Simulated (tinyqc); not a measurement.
# Amplitude against the length of the filling pulse

In DLTS the amplitude of the capacitance transient follows the share of traps filled by the pulse. In the neutral layer an empty trap fills as 1 - exp(-tp/tc), tc = 1/(sn vth(T) Nd), vth(T) = vth (T/300 K)^0.5; emission during the pulse and slow capture at the depletion edge are neglected.

Inputs (values chosen for the exercise):
- vth = 2.3e7 cm/s (thermal velocity at 300 K)
- Nd = 7.4e14 cm^-3 (shallow donor density)
- sn = 4.5e-16 cm^2 (capture cross-section)
- T = 278 K (temperature of the transient)

Amplitude against the length of the filling pulse:
```
tp (s)	tp/tc	amplitude over its full value	ln(1 - that)
7.7e-9	0.05677	0.05519	-0.05677
1.3e-8	0.09585	0.09140	-0.09585
2.3e-8	0.1696	0.1560	-0.1696
3.9e-8	0.2875	0.2499	-0.2875
6.6e-8	0.4866	0.3853	-0.4866
1.1e-7	0.8110	0.5556	-0.8110
1.9e-7	1.401	0.7536	-1.401
3.3e-7	2.433	0.9122	-2.433
5.6e-7	4.129	0.9839	-4.129
9.6e-7	7.078	0.9992	-7.078
```

The amplitude rises from 0.0552 to 0.999 of its full value. The last column is linear in tp with slope -1/tc, tc = 1.36e-7 s, which gives the cross-section from Nd and vth, independently of the Arrhenius intercept; 99 % filling needs 6.25e-7 s.

Numbers from tinyqc (`OMP_NUM_THREADS=1 python tinyqc.py 2050068 2050069 out.jsonl`; about 0.01 s on one thread of a shared Intel Xeon 2.30GHz).
